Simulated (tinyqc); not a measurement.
From results back to parameters: heavy doping: gap narrowing, degeneracy and the minority density. Four cases, with inputs chosen for the exercise.

Problem. The minority density was computed from a hidden true narrowing dEg.

F_j(eta) = (1/Gamma(j + 1)) integral_0^infinity x^j dx/(1 + exp(x - eta)), which tends to exp(eta) for eta << 0.

Majority: N = Nv F_1/2(eta), eta the distance of EF beyond the majority band edge in kT. Degeneracy factor gam = F_1/2(eta)/exp(eta). ni0^2 = Nc Nv exp(-Eg/kT); product n p = ni0^2 gam exp(dEg/kT), dEg the true narrowing; apparent narrowing dEa = dEg + kT ln gam; minority density = n p/N.

Constants: kB = 8.617333262e-05 eV/K.

Find: dEa; gam; dEg.

Method. dEa = kT ln(minority x N/ni0^2); gam follows from N alone, and dEg = dEa - kT ln gam.

Case 1.

Values chosen (gap and densities of states near those of Si at this temperature; narrowing constants near the fits for Si; the results hold for these values, not for the real material): N = 5.1e+18 1/cm^3 (ionised acceptors, equal to the majority density); Eg = 1.122 eV (gap); Nc = 2.78e+19 1/cm^3 (conduction-band density of states); Nv = 1.07e+19 1/cm^3 (valence-band density of states); T = 300 K.

minority density = 49.5503 1/cm^3

Solution.

dEa = 46.31 meV
gam = 0.8459
dEg = 50.64 meV

Case 2.

Values chosen (gap and densities of states near those of Si at this temperature; narrowing constants near the fits for Si; the results hold for these values, not for the real material): N = 5.4e+18 1/cm^3 (ionised acceptors, equal to the majority density); Eg = 1.137 eV (gap); Nc = 2.09e+19 1/cm^3 (conduction-band density of states); Nv = 8.6e+18 1/cm^3 (valence-band density of states); T = 250 K.

minority density = 0.00319270 1/cm^3

Solution.

dEa = 44.78 meV
gam = 0.8025
dEg = 49.53 meV

Case 3.

Values chosen (gap and densities of states near those of Ge at this temperature; narrowing constants of the size fitted for Si, not for this material; the results hold for these values, not for the real material): N = 1.1e+18 1/cm^3 (ionised acceptors, equal to the majority density); Eg = 0.61 eV (gap); Nc = 2e+19 1/cm^3 (conduction-band density of states); Nv = 9.48e+18 1/cm^3 (valence-band density of states); T = 450 K.

minority density = 8.49013e+13 1/cm^3

Solution.

dEa = 46.80 meV
gam = 0.9599
dEg = 48.39 meV

Case 4.

Values chosen (gap and densities of states near those of Si at this temperature; narrowing constants near the fits for Si; the results hold for these values, not for the real material): N = 4.8e+18 1/cm^3 (ionised acceptors, equal to the majority density); Eg = 1.072 eV (gap); Nc = 5.04e+19 1/cm^3 (conduction-band density of states); Nv = 2e+19 1/cm^3 (valence-band density of states); T = 450 K.

minority density = 8.96863e+08 1/cm^3

Solution.

dEa = 56.82 meV
gam = 0.9189
dEg = 60.10 meV

Computed by tinyqc, one run a case: `OMP_NUM_THREADS=1 python tinyqc.py N N+1 out.jsonl` with N = 1651668, 1651676, 1651718, 1651746; one thread of a shared Intel(R) Xeon(R) Processor @ 2.30GHz, about 0.02 s a run at most.
